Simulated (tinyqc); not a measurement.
# MOS structure on a p-type body, non-linear Poisson equation by Newton steps: effects of single changes

One dimension, insulator interface at x = 0, acceptor density Na, uniform, net doping C = -(acceptor density). psi is counted from the intrinsic level: n = ni exp((psi - Vb)/Vt), p = ni exp(-psi/Vt); deep in the body psi_b = -Vt ln(Na/ni). The gate acts through Cox = eps0 eox/tox and has the potential psi_G = Vg - (phiM - chi - Vt ln(Nc/ni)). Boltzmann statistics, full ionisation, classical densities, no oxide or interface charge.

Inputs (values chosen for the exercise); band and dielectric values close to those of silicon: temperature T = 300 K; band gap Eg = 1.11 eV; relative permittivity eps_r = 11.6; conduction-band density of states at T Nc = 2.8e19 cm^-3; valence-band density of states at T Nv = 2.68e19 cm^-3; electron affinity chi = 4.09 eV; acceptor density deep in the body Na = 1.6e18 cm^-3; relative permittivity of the gate insulator (close to hafnium oxide) eox = 21.8; insulator thickness tox = 6.3 nm; gate work function phiM = 4.16 eV; electron quasi-Fermi potential against the body Vb = 0 V.

Constants: q = 1.602176634e-19 C, kB = 1.380649e-23 J/K, Vt = kB T/q, eps0 = 8.8541878128e-14 F/cm where lengths are in cm. Results are converted to the units shown.

Each table varies one quantity; the others keep the values above.

## Charge and capacitance against gate voltage

ni = sqrt(Nc Nv) exp(-Eg/(2 Vt)), Eg in volts. The Poisson equation d/dx(eps0 eps_r dpsi/dx) = -q (p - n + C), with eps0 eps_r dpsi/dx = -Cox (psi_G - psi_0) at x = 0, is solved on a mesh of about 600 nodes or more. N_inv is the integral of n less its value deep in the body. C_LF = Cox (1 - dpsi_0/dVg) with all carriers following; C_HF is the same with the electron quasi-Fermi level shifting uniformly so that N_inv stays fixed. The centroid is that of the same excess.

Result of one run:
```
Vg (V)  psi_0 - psi_b (V)  N_inv (cm^-2)  C_LF/Cox  C_HF/Cox  centroid (nm)
0.09                0.843         6.31e8     0.117     0.116          0.419
```

What becomes of these results when the gate voltage against the body Vg is changed from 0.09 to 0.22 V, all else the same?

Result of the changed run:
```
Vg (V)  psi_0 - psi_b (V)  N_inv (cm^-2)  C_LF/Cox  C_HF/Cox  centroid (nm)
0.22                0.956        4.69e10     0.177     0.109          0.390
```

The whole series:
```
Vg (V)  psi_0 - psi_b (V)  N_inv (cm^-2)  C_LF/Cox  C_HF/Cox  centroid (nm)
-0.19               0.598         5.82e4     0.135     0.135          0.508
-0.05               0.720         5.86e6     0.124     0.124          0.457
0.09                0.843         6.31e8     0.117     0.116          0.419
0.22                0.956        4.69e10     0.177     0.109          0.390
0.36                 1.04        9.77e11     0.653     0.106          0.355
0.5                  1.07        2.96e12     0.829     0.105          0.319
0.64                 1.09        5.24e12     0.886     0.105          0.290
0.78                 1.11        7.64e12     0.914     0.105          0.265
0.92                 1.12        1.01e13     0.931     0.105          0.245
1.06                 1.12        1.26e13     0.942     0.105          0.229
```

N_inv goes from 58200 to 1.26e13 cm^-2 and passes 2e11 cm^-2 at Vg = 0.271 V. Below threshold it takes 68.9 mV a decade between Vg = -0.05 and 0.09 V, against Vt ln 10 = 59.5 mV. C_LF/Cox is lowest, 0.117, at Vg = 0.09 V among the rows listed and ends at 0.942, while C_HF/Cox ends at 0.105. Between the last two rows q dN_inv/dVg is 0.934 Cox. Where the classical centroid is under about 2 nm, confinement would move the charge away from the interface and raise the threshold. Above about 2e12 cm^-2 degeneracy matters too.

## Effect of the insulator thickness on threshold, swing and body effect

VT is the Vg at which N_inv = 2e11 cm^-2. m = 1/(dpsi_0/dVg) at N_inv = 1e8 cm^-2; the swing is the Vg between N_inv = 1e8 and 1e9 cm^-2; body coefficient [VT(Vb + 0.05 V) - VT(Vb)]/0.05 V - 1.

The same in every row: psi_0 - psi_b at VT (V) = 0.995.

Effect of the insulator thickness on threshold, swing and body effect:
```
tox (nm)  VT (V)   m - 1  swing (mV/decade)  body coefficient
1.6       0.0894  0.0344               62.6            0.0439
2.3        0.116  0.0494               63.5            0.0573
3.4        0.159  0.0730               64.9            0.0783
5          0.221   0.107               66.9             0.109
7.3        0.310   0.157               69.9             0.153
11         0.453   0.236               74.6             0.224
16         0.646   0.344               81.0             0.319
```

What does the table show?

As tox goes from 1.6 to 16, VT rises from 0.0894 to 0.646 V, the swing rises from 62.6 to 81.0 mV/decade and the body coefficient rises from 0.0439 to 0.319. The swing stays within 1.7 % of m Vt ln 10, and the body coefficient within 0.024 of m - 1.

Numbers from tinyqc (`OMP_NUM_THREADS=1 python tinyqc.py 2080046 2080047 out.jsonl`; about 0.3 s on one thread of a shared Intel Xeon 2.30GHz).
